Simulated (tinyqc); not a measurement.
Inside a calculation. Model: trench capacitor in an array: capacitance, non-linearity, leakage and relaxation.

Numbers from tinyqc (`OMP_NUM_THREADS=1 python tinyqc.py 2102045 2102046 out.jsonl`; about 0.01 s on one thread of a shared Intel Xeon 2.30GHz). Printed values are rounded.

A film between two metal electrodes, each interface adding a series capacitance ci. The small-signal permittivity is ek (1 + aq E^2); the field is found with the linear permittivity. Leakage J = J0 sinh(E/Ef). After a voltage step the film passes a relaxation current kr C V tt^(-nr), tt being the time in seconds. The sidewall is a coaxial capacitor with radii a = dm/2 - t and b = dm/2, depth AR dm; the end face is left out.

Inputs (values chosen for the exercise); permittivity of the order of that of zirconium oxide: relative permittivity of the film ek = 35.3; film thickness t = 4.3 nm; capacitance of each electrode interface (dead layer and screening) ci = 1000 uF/cm^2; quadratic field coefficient of the permittivity aq = 0.015 cm^2/MV^2; bias V = 1.3 V; leakage prefactor J0 = 7.1e-10 A/cm^2; field for an e-fold rise of the leakage Ef = 0.28 MV/cm; diameter of the hole dm = 39 nm; aspect ratio, depth over diameter AR = 30; pitch of the square array pt = 79 nm; resistivity of the inner electrode rho = 1000 uohm cm.

Constants: eps0 = 8.8541878128e-14 F/cm where lengths are in cm. Results are converted to the units shown.

Range of the model: The field exceeds about 2.4 MV/cm, a sizeable part of the breakdown field expected for this permittivity.

## Planar capacitance, field and non-linearity

Planar film: Cf = eps0 ek/t, 1/C = 1/Cf + 2/ci, EOT = 3.9 eps0/C, effective permittivity C t/eps0, E = (V/t) C/Cf; quadratic coefficient [C(V)/C - 1]/V^2 with Cf (1 + aq E^2) in C(V).

Cf = 7.26867 uF/cm^2
C = 7.16452 uF/cm^2
EOT = 0.481977 nm
effective permittivity = 34.7942
E = 2.97994 MV/cm
quadratic coefficient = 77539.3 ppm/V^2
J = 1.48683e-5 A/cm^2

The interfaces take 1.43 % of the voltage.

## Cell capacitance, fields and time constant

Per length 1/c = ln(b/a)/(2 pi eps0 ek) + (1/a + 1/b)/(2 pi ci); cell capacitance c AR dm; per footprint over pt^2; fields c V/(2 pi eps0 ek r) at r = a and b; resistance of the inner electrode rho AR dm/(pi a^2); time constant R C/3 of the distributed line.

a = 15.2 nm
b = 19.5 nm
cell capacitance = 9.08970 fF
capacitance per footprint = 145.645 uF/cm^2
field at a = 3.38345 MV/cm
field at b = 2.63736 MV/cm
R = 16.1194 kohm
R C/3 = 48.8402 ps

The array gives 20.3 times the planar capacitance per footprint; curvature makes the field at the inner electrode 1.14 times the planar value.
